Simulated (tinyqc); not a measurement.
Strain, valley repopulation and piezoresistance in a many-valley conduction band: one step, computed by the program tinyqc. Command: `OMP_NUM_THREADS=1 python tinyqc.py 3023676 3023677 out.jsonl valleys walk`. One thread of a shared host (Intel(R) Xeon(R) Processor @ 2.30GHz), about 0.03 s of CPU time with the checks.

Valleys are ellipsoids with mass m_l along the axis a and m_t across it, parabolic, with one constant relaxation time; strain shifts the valleys and leaves the masses alone. Currents are taken along [100], in the plane, and along [001], across the plane.

Problem. Mobility tensor and resistance change. Mobility tensor mu = e tau sum_v (n_v/n) [1/m_t + (1/m_l - 1/m_t) a a^T]; unstrained mu_0 = e tau (1/m_l + 2/m_t)/3; resistivity along d from the inverse tensor, rho_d = d.mu^-1.d/(n e), mobility along d = 1/(d.mu^-1.d); gauge pi_d = (rho_d/rho_0 - 1)/X.

Inputs (values chosen for the exercise, modelled on silicon):

| quantity | value | unit |
|---|---|---|
| longitudinal mass m_l | 0.911 | m_0 |
| transverse mass m_t | 0.194 | m_0 |
| relaxation time tau | 100 | fs |
| temperature T | 500 | K |

Valley axes: <100> (6 valleys in 3 pairs). Load: biaxial in the (001) plane.

share of the electrons (per pair): x 0.3039966, y 0.3039966, z 0.3920068

Constants: e = 1.602176634e-19 C; m_0 = 9.1093837015e-31 kg.

Give: mobility tensor; unstrained mobility mu_0; mobility along the first direction; mobility along the second direction; resistance change along the first direction; resistance change along the second direction.

Solution.

mobility tensor (cm^2/(V s)):
```
       x      y      z
x  689.7    0.0    0.0
y    0.0  689.7    0.0
z    0.0    0.0  626.9
```

unstrained mobility mu_0 = 668.8 cm^2/(V s)

mobility along the first direction = 689.7 cm^2/(V s)

mobility along the second direction = 626.9 cm^2/(V s)

resistance change along the first direction = -3.035 %

resistance change along the second direction = 6.678 %

The mobility lies between e tau/m_l = 193 and e tau/m_t = 907; the trace stays at 3 mu_0. Along the first direction the filled valleys present more of their light mass.
